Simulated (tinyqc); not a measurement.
# Tunnelling through a gate dielectric, WKB transmission and Tsu-Esaki current: two studies

Electrons leave the emitter at x = 0. Energies E (motion across the layers) are in eV from the emitter Fermi level; the collector Fermi level lies at -V and offers states at every E. No charge in the dielectric and no image force: F1 = V/t1, U = phi1 - F1 x. With C = hbar^2/(2 m0), kappa = sqrt(m (U - E)/C) where U > E and 0 elsewhere; T(E) = exp(-S), S = 2 times the integral of kappa over x.

Inputs (values chosen for the exercise); dielectric values close to those of silicon dioxide:

| symbol | value | unit | meaning |
|---|---|---|---|
| T | 300 | K | temperature |
| Ef | 0.36 | eV | Fermi energy of the emitter above its band bottom |
| me | 0.43 | m0 | emitter mass in the supply function |
| phi1 | 3 | eV | barrier of layer 1 above the emitter Fermi level at zero bias |
| m1 | 0.5 | m0 | tunnelling mass of layer 1 |
| t1 | 6 | nm | thickness of layer 1 |
| V | 4.8 | V | voltage across the dielectric |

Constants: q = 1.602176634e-19 C, kB = 1.380649e-23 J/K, hbar = 1.054571817e-34 J s, m0 = 9.1093837015e-31 kg, Vt = kB T/q, hbar^2/(2 m0) = 0.0380998212 eV nm^2. Results are converted to the units shown.

Each table varies one quantity; the others keep the values above.

## Effect of the thickness t1 at fixed voltage

Each layer adds (2/F) sqrt(m/C) [G(u at its left edge) - G(u at its right edge)] to S, with u = U - E (0 where negative) and G(u) = (2/3) u^1.5. J = J0 times the integral of T(E) N(E) dE, N = ln[(1 + exp(-E/Vt))/(1 + exp((-E - V)/Vt))], J0 = q^2 me m0 kB T/(2 pi^2 hbar^3) (times 1e-4 for A/cm^2 per eV), from E = -Ef to far above the barrier (T = 1 there), by quadrature converged to the digits shown.

Effect of the thickness t1 at fixed voltage:
```
t1 (nm),S at E = 0,T(E = 0),J (A/cm^2),mean E of the current (eV)
3.6,18.82,6.683e-9,0.4902,-0.1422
4.41,23.06,9.673e-11,0.005349,-0.1202
5.23,27.35,1.329e-12,5.788e-5,-0.09902
6.04,31.58,1.924e-14,6.918e-7,-0.07929
6.86,35.87,2.642e-16,8.163e-9,-0.06043
7.67,40.10,3.825e-18,1.058e-10,-0.04257
8.49,44.39,5.255e-20,1.349e-12,-0.02475
9.3,48.63,7.606e-22,1.886e-14,-0.006722
```

J falls from 0.490 to 1.89e-14 A/cm^2: 2.42 decades a nanometre between the first two rows and 2.29 between the last two. The exponent S alone gives dS/dt/ln 10 = 2.27 and 2.27. In 2 of the 8 rows the field exceeds 10 MV/cm (up to 13.3), more than most dielectrics sustain; the model ignores breakdown.

## Effect of the tunnelling mass m1

Same model as above.

Results:
```
m1 (m0),S at E = 0,T(E = 0),J (A/cm^2),mean E of the current (eV)
0.12,15.37,2.114e-7,20.23,-0.1605
0.15,17.18,3.445e-8,2.856,-0.1509
0.2,19.84,2.414e-9,0.1647,-0.1368
0.25,22.18,2.321e-10,0.01355,-0.1247
0.4,28.06,6.507e-13,2.736e-5,-0.09561
0.5,31.37,2.371e-14,8.600e-7,-0.08023
0.63,35.22,5.080e-16,1.602e-8,-0.06324
```

Estimate the missing row, m1 = 0.31 m0.

Computed row:
```
m1 (m0),S at E = 0,T(E = 0),J (A/cm^2),mean E of the current (eV)
0.31,24.70,1.869e-11,9.380e-4,-0.1120
```

With this row back in the table: J falls from 20.2 to 1.60e-8 A/cm^2. S goes as m1^(0.50): kappa is proportional to the square root of the mass.

Program tinyqc, `OMP_NUM_THREADS=1 python tinyqc.py 2540062 2540063 out.jsonl`; Intel Xeon 2.30GHz, shared host, one thread, about 0.02 s.
